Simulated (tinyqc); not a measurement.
Ground and coupling capacitance from two measurements.

Inverse problem. A line has Cg to the planes and Cc to each of two neighbours. Find Cg, Cc, the load when both neighbours switch in antiphase, and the pulse on the line when it floats and both neighbours swing by Vx.

Parameters, values chosen for the exercise: swing Vx = 0.8 V.

capacitance with neighbours driven alike and with neighbours grounded (aF/um): [62, 220]

Answer. Driven alike, Cc carries no charge, which leaves Cg; grounded neighbours give Cg + 2 Cc, antiphase Cg + 4 Cc; a floating line divides the swing as 2 Cc/(Cg + 2 Cc).

Cg = 62.0 aF/um
Cc = 79.0 aF/um
load in antiphase = 378 aF/um
pulse = 0.575 V

tinyqc, about 1 s, one thread, Intel Xeon 2.30GHz (shared host): `OMP_NUM_THREADS=1 python tinyqc.py 2790118 2790119 out.jsonl`
